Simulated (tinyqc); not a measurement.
The integration grid: Kohn-Sham TPSS on finer and finer grids in the cc-pvdz basis, for H2, spin multiplicity 1. Computed by the program tinyqc with PySCF. Self-consistent on each grid; the net force on the molecule should vanish.

Geometry (angstrom):

| atom | x | y | z |
|---|---|---|---|
| H | 0.0000 | 0.0000 | 0.0000 |
| H | 0.0000 | 0.0000 | 0.8660 |

Kohn-Sham energy on Becke grids (radial x angular points per atom):

| grid | points | residual of the electron count | E (hartree) | E - finest (mhartree) | largest net force without grid terms (hartree/bohr) |
|---|---|---|---|---|---|
| 10 x 14 | 272 | 9.03e-03 | -1.172664 | -3.207503 | 1.74e-10 |
| 15 x 26 | 768 | -6.65e-03 | -1.169069 | 0.387622 | 1.72e-09 |
| 20 x 50 | 1986 | -1.28e-04 | -1.169430 | 0.026526 | 2.71e-11 |
| 30 x 86 | 5138 | -3.47e-05 | -1.169448 | 0.008582 | 7.12e-12 |
| 50 x 194 | 19362 | -5.72e-08 | -1.169457 | 0.000046 | 1.02e-13 |
| 75 x 302 | 45244 | 7.20e-09 | -1.169457 | 0.000000 | 4.44e-16 |
| 120 x 590 | 141366 | 4.98e-11 | -1.169457 | 0.000000 | 1.67e-16 |

What does the comparison show, and why?

The energy is within 0.1 mhartree of the finest grid first at 20 x 50. The error has both signs, since quadrature is not variational. The net force vanishes by symmetry here, so only the electron count signals a poor grid.
